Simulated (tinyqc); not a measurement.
Tersoff bond-order potential. Changing the beta. Computed by tinyqc, a small Python program. Command: `OMP_NUM_THREADS=1 python tinyqc.py 3017941 3017942 out.jsonl tersoff sweep`. One thread of a shared host (Intel(R) Xeon(R) Processor @ 2.30GHz), about 0.02 s of CPU time with the checks.

E = (1/2) sum_(i, j != i) [A exp(-lambda r_ij) - b_ij B exp(-mu r_ij)], b_ij = (1 + (beta zeta_ij)^n)^(-1/(2n)), zeta_ij = sum_(k != i, j) g(theta_ijk), g = 1 + c^2/d^2 - c^2/(d^2 + (h - cos theta)^2), with theta at atom i. Only nearest neighbours count (cut-off function 1 for them, 0 beyond).

Inputs (values chosen for the exercise, modelled on carbon):

| quantity | value | unit |
|---|---|---|
| A | 1415.1 | eV |
| B | 346.67 | eV |
| lambda | 3.4879 | 1/angstrom |
| mu | 2.2119 | 1/angstrom |
| n | 0.7196 | - |
| c | 38650 | - |
| d | 4.298 | - |
| h | -0.5913 | - |

Constants: 1 eV/angstrom^3 = 160.2176634 GPa.

Method:
- zeta = 3 g(cos theta = -1/3).
- With z equal bonds of order b, r = ln(lambda A/(mu b B))/(lambda - mu) and E per atom = -(z/2) b B exp(-mu r)(1 - mu/lambda).
- a0 = 4 r/sqrt3; B0 = phi''(r)/(3 a0) with phi'' = mu (lambda - mu) b B exp(-mu r), since b does not change under uniform scaling.
- Second derivatives of the energy per atom, volume V = a0^3/8: e_xx gives C11; e_xx = -e_yy gives 2 (C11 - C12); e_xy = e_yx = s/2 with a sublattice shift u_z gives C44 = (E_ss - E_su^2/E_uu)/V and Kleinman's parameter |E_su/E_uu|/(a0/4).

One run for each value:

| beta | bond order b | energy per atom of the diamond lattice (eV) | bond length (angstrom) | C44 (GPa) |
|---|---|---|---|---|
| 1.40e-08 | 0.97185 | -9.3012 | 1.4816 | 293.35 |
| 2.80e-08 | 0.95465 | -8.8580 | 1.4956 | 401.53 |
| 5.40e-08 | 0.92958 | -8.2366 | 1.5165 | 498.97 |
| 1.00e-07 | 0.89524 | -7.4313 | 1.5460 | 558.64 |
| 2.00e-07 | 0.84041 | -6.2523 | 1.5955 | 558.47 |
| 3.90e-07 | 0.76888 | -4.9027 | 1.6652 | 482.30 |
| 7.50e-07 | 0.68165 | -3.5275 | 1.7596 | 359.26 |
| 1.40e-06 | 0.58689 | -2.3431 | 1.8769 | 235.60 |

Describe and explain the trends.

Over the rows, bond order b falls from 0.972 to 0.587 (exponent d ln y / d ln x -0.026 between the first rows and -0.24 between the last); energy per atom of the diamond lattice (eV) rises from -9.30 to -2.34 (exponent d ln y / d ln x -0.070 between the first rows and -0.66 between the last); bond length (angstrom) rises from 1.48 to 1.88 (exponent d ln y / d ln x 0.014 between the first rows and 0.10 between the last). beta scales how strongly neighbours weaken a bond: shear stiffness needs that dependence, but a weak, long bond is soft again.
